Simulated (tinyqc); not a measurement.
# MOSFET in saturation, small-signal circuit and noise: effect of the gate length on speed and noise

Bias by the inversion coefficient IC = I/Ispec (charge-based model with velocity saturation; weak inversion below 0.1, strong above 10). Common-source circuit: gm, gds, Cgs, Cgd and Cj at the inner nodes, Rg in series with the gate; quasi-static, no source or drain resistance, no gate-body capacitance, no substrate network, no induced gate noise, so fmax is an upper estimate.

Ispec = 2 n mu Cox (W/L) Vt^2, lc = Ls/L, gms = [sqrt((lc IC + 1)^2 + 4 IC) - 1]/[2 + lc (lc IC + 1)], gm = gms Ispec/(n Vt), gds = sg gm. qs = [sqrt(1 + 4 IC) - 1]/2, Cgs = Cox W L qs (2 qs + 3)/(3 (qs + 1)^2) + Cov W, Cgd = Cov W, Cd = Cj W, Rg = Rsh (Wf/L)/(12 Nf) + Rc/W with Nf = W/Wf fingers (not rounded) contacted at both ends. fT = gm/(2 pi (Cgs + Cgd)), fmax = fT/(2 sqrt(Rg (gds + 2 pi fT Cgd))). Channel noise Sid = 4 kB T gam n gm with gam = (1/2 + (2/3) qs)/(1 + qs) + gw lc IC, qs = [sqrt(1 + 4 IC) - 1]/2, lc = Ls/L (the last term an empirical rise with velocity saturation); at the gate, white noise Sw = Sid/gm^2 + 4 kB T Rg. Number fluctuation with correlated mobility: S(f) = K/f, K = q^2 Vt lt Nt/(W L Cox^2) (1 + ac mu Cox I/gm)^2, Vt in eV with Nt per eV. Corner fc = K/Sw. IC is held fixed, and so is sg.

Values chosen for this exercise: temperature T = 300 K; total gate width W = 20 um; gate capacitance Cox = 0.99 uF/cm^2; mobility mu = 410 cm^2/(V s); slope factor n = 1.45; velocity-saturation length Ls = 10 nm; ratio gds/gm sg = 0.029; overlap and fringe capacitance per side Cov = 0.24 fF/um; drain junction capacitance Cj = 0.57 fF/um; sheet resistance of the gate Rsh = 10 ohm; finger width Wf = 4 um; gate contact and vertical resistance Rc = 200 ohm um; inversion coefficient IC = 7.1; short-channel excess of the noise factor gw = 0.09; oxide trap density Nt = 2.5e17 cm^-3 eV^-1; tunnelling length into the oxide lt = 0.1 nm; Coulomb scattering coefficient ac = 0 V s/C.

Constants: q = 1.602176634e-19 C, kB = 1.380649e-23 J/K, Vt = kB T/q. Results are converted to the units shown.

Effect of the gate length on speed and noise:
```
L (nm),I (uA),Rg (ohm),fT (GHz),fmax (GHz),sqrt(Sw) (nV/Hz^0.5),fc (MHz)
20,5586,43.33,401.1,267.7,1.216,286.1
32,3491,30.83,280.0,264.2,1.170,193.2
50,2234,23.33,175.7,239.4,1.214,114.8
79,1414,18.44,98.21,199.6,1.349,58.91
130,859.3,15.13,47.44,151.0,1.597,25.51
200,558.6,13.33,23.74,111.6,1.904,11.68
320,349.1,12.08,10.59,75.89,2.346,4.805
500,223.4,11.33,4.731,50.16,2.890,2.027
```

As L goes from 20 to 500 nm, fT falls from 401 to 4.73 GHz, fmax falls from 268 to 50.2 GHz, the white noise goes from 1.22 through a minimum of 1.17 (at L = 32 nm among the rows listed) to 2.89 nV/Hz^0.5 and the corner falls from 286 to 2.03 MHz. fT goes as L^(-0.76) between the first two rows and L^(-1.80) between the last two; with no overlap and no velocity saturation it would go as 1/L^2. For L = 200 to 500 nm fmax exceeds 4 fT, where channel resistance and substrate losses, left out here, would cap it.

Program tinyqc, `OMP_NUM_THREADS=1 python tinyqc.py 2150149 2150150 out.jsonl`; Intel Xeon 2.30GHz, shared host, one thread, about 0.01 s.
